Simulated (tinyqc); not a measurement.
Inside a calculation. Model: electron mobility in a silicon inversion layer, empirical terms and Matthiessen rule.

Numbers from tinyqc (`OMP_NUM_THREADS=1 python tinyqc.py 2510122 2510123 out.jsonl`; about 0.01 s on one thread of a shared Intel Xeon 2.30GHz). Printed values are rounded.

Inversion layer of sheet density Ns on a uniformly doped body, under a high-permittivity gate with an interlayer. The mobility terms are empirical power laws with prefactors chosen for the exercise; adding their inverses (Matthiessen) is itself an approximation.

Values chosen for this exercise; material values close to those of silicon: temperature T = 400 K; band gap Eg = 1.11 eV; relative permittivity of the semiconductor eps_r = 11.6; conduction-band density of states at T Nc = 4.26e19 cm^-3; valence-band density of states at T Nv = 4e19 cm^-3; body doping Nb = 2e17 cm^-3; reverse body bias Vsb = 0 V; weight of the inversion charge in the effective field eta = 0.5; gate capacitance Cox = 0.64 uF/cm^2; phonon-limited mobility at 1 MV/cm and 300 K Ap = 397 cm^2/(V s); roughness-limited mobility at 1 MV/cm As = 900 cm^2/(V s); exponent of the roughness term gs = 2; Coulomb prefactor Ac = 1600 cm^2/(V s); charge at the interface Nit = 2.9e11 cm^-2; remote-phonon mobility without interlayer Ar = 210 cm^2/(V s); interlayer thickness ti = 0.6 nm; decay length of remote phonons lr = 0.9 nm; inversion density Ns = 1.7e12 cm^-2; ratio W/L WL = 1; drain voltage Vd = 0.02 V; measured linear current I = 0.894 uA.

Constants: q = 1.602176634e-19 C, kB = 1.380649e-23 J/K, Vt = kB T/q, eps0 = 8.8541878128e-14 F/cm where lengths are in cm. Results are converted to the units shown.

## Depletion charge and effective field

ni = sqrt(Nc Nv) exp(-Eg/(2 Vt)), Eg in volts; Ndep = sqrt(2 eps0 eps_r Nb (2 Vt ln(Nb/ni) + Vsb)/q); E = q (Ndep + eta Ns)/(eps0 eps_r), in MV/cm.

ni = 4.19800e12 cm^-3
Ndep = 1.37990e12 cm^-2
E = 0.347847 MV/cm

The depletion charge gives 61.9 % of the field.

## Mobility terms and their sum

With t = T/(300 K): muC = Ac (Ns/1e12 cm^-2) t/(Nb/1e17 cm^-3 + Nit/1e11 cm^-2), muP = Ap E^(-1/3) t^(-1.75), muS = As E^(-gs), muR = Ar exp(2 ti/lr)/t; 1/mu is the sum of the inverses.

terms (cm^2/(V s)): Coulomb 740.136, phonon 341.207, roughness 7438.15, remote phonon 597.503
mu = 164.205 cm^2/(V s)
shares of 1/mu (%): Coulomb 22.1858, phonon 48.1247, roughness 2.20760, remote phonon 27.4819

The phonon term limits most.

## Iteration 1: inversion density for the measured current

Ns at the start = 1.2e12 cm^-2

I = (W/L) q Ns mu Vd. E = q (Ndep + eta Ns)/(eps0 eps_r) in MV/cm. With t = T/(300 K): muC = Ac (Ns/1e12 cm^-2) t/(Nb/1e17 cm^-3 + Nit/1e11 cm^-2), muP = Ap E^(-1/3) t^(-1.75), muS = As E^(-gs), muR = Ar exp(2 ti/lr)/t; 1/mu is the sum of the inverses. Ns(new) = I/((W/L) q mu Vd).

E = 0.308849 MV/cm
mu = 153.597 cm^2/(V s)
Ns after iteration 1 = 1.81642e12 cm^-2

## Iteration 2: inversion density for the measured current

As before.

E = 0.356927 MV/cm
mu = 165.680 cm^2/(V s)
Ns after iteration 2 = 1.68395e12 cm^-2

## Course of the iteration: inversion density for the measured current

Stop when Ns changes by less than 1e5 cm^-2, or after 120 iterations.

Course of the iteration:
```
iteration	Ns (cm^-2)	|change| (cm^-2)
1	1.81642e12	6.16e11
2	1.68395e12	1.32e11
3	1.70141e12	1.75e10
4	1.69887e12	2.54e9
5	1.69923e12	3.66e8
6	1.69918e12	5.27e7
7	1.69919e12	7.59e6
8	1.69918e12	1.09e6
9	1.69919e12	1.57e5
10	1.69919e12	2.27e4
```

Converged in 10 iterations. At the end each change is about 0.14 times the one before, with alternating sign: linear convergence.

## Split C-V extraction

```
point	Vg (V)	Cgc (uF/cm^2)	I (uA)
0	0.2	0.00143712	2.54349e-7
1	0.25	0.00409435	2.07009e-6
2	0.3	0.0115757	1.66745e-5
3	0.35	0.0320385	1.30506e-4
4	0.4	0.0838476	9.46715e-4
5	0.45	0.192860	0.00575255
6	0.5	0.353513	0.0253403
7	0.55	0.498727	0.0746707
8	0.6	0.582340	0.155998
9	0.65	0.618591	0.258961
10	0.7	0.632350	0.373261
11	0.75	0.637305	0.492739
12	0.8	0.639055	0.614180
```

Q(Vg) is the trapezoid sum of Cgc from the first point (where Q is taken as 0); mu_eff = I/((W/L) Q Vd); mu_FE = (dI/dVg)/((W/L) Cox Vd) with a backward difference. Listed from point 4 on.

```
point	Q (uC/cm^2)	mu_eff (cm^2/(V s))	mu_FE (cm^2/(V s))
4	0.00451754	10.4782	1.27533
5	0.0114352	25.1527	7.50912
6	0.0250946	50.4896	30.6058
7	0.0464005	80.4632	77.0788
8	0.0734272	106.226	127.074
9	0.103450	125.162	160.880
10	0.134724	138.528	178.594
11	0.166465	148.001	186.685
12	0.198374	154.803	189.751
```

At the last point mu_FE is 23 % above mu_eff.
